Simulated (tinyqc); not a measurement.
Threshold of a short bulk MOSFET: charge sharing, barrier lowering, narrow width: one step of the calculation.

n-channel device on a p-type body, depletion approximation, full ionisation. Uniform doping N = Na. Vbi from Boltzmann statistics is rough for the degenerate source. Cox = eps0 eox/tox.

Question. Short-channel and narrow-width shifts. Charge sharing (trapezoid; it ignores Vds): F = (xj/L)(sqrt(1 + 2 Wd/xj) - 1), lowering = body term times F. Barrier lowering: th = exp(-L/(2 l)) + 2 exp(-L/l), lowering = th [2 (Vbi - 2 pB) + Vds], DIBL = th. Narrow width: rise = body term times xw Wd/W. VT by each model = VT0 - lowering + rise.

Inputs (values chosen for the exercise); band and dielectric values close to those of silicon:
- xj = 24 nm (junction depth)
- Vds = 1 V (drain-source voltage)
- W = 320 nm (gate width)
- xw = 0 (shape factor of the fringing depletion at the width edges)
- L = 260 nm (channel length)

2 pB = 0.95300023 V
Wd = 58.169918 nm
body term = 0.91872399 V
VT0 = 1.1617242 V
Vbi = 1.0798373 V
l = 28.211413 nm

Wanted: F; lowering by charge sharing; th; lowering of the barrier; DIBL; narrow-width rise; VT, charge sharing; VT, barrier lowering.

Answer.

F = 0.1309
lowering by charge sharing = 120.3 mV
th = 0.01017
lowering of the barrier = 12.75 mV
DIBL = 10.17 mV/V
narrow-width rise = 0 mV
VT, charge sharing = 1.041 V
VT, barrier lowering = 1.149 V

L is 9.22 scale lengths. The charge-sharing lowering is 9.43 times the barrier lowering; the first falls off as 1/L and the second exponentially. Both describe the same loss of gate control, so they are alternatives and are not added.

Numbers from tinyqc (`OMP_NUM_THREADS=1 python tinyqc.py 2002145 2002146 out.jsonl`; about 0.01 s on one thread of a shared Intel Xeon 2.30GHz).
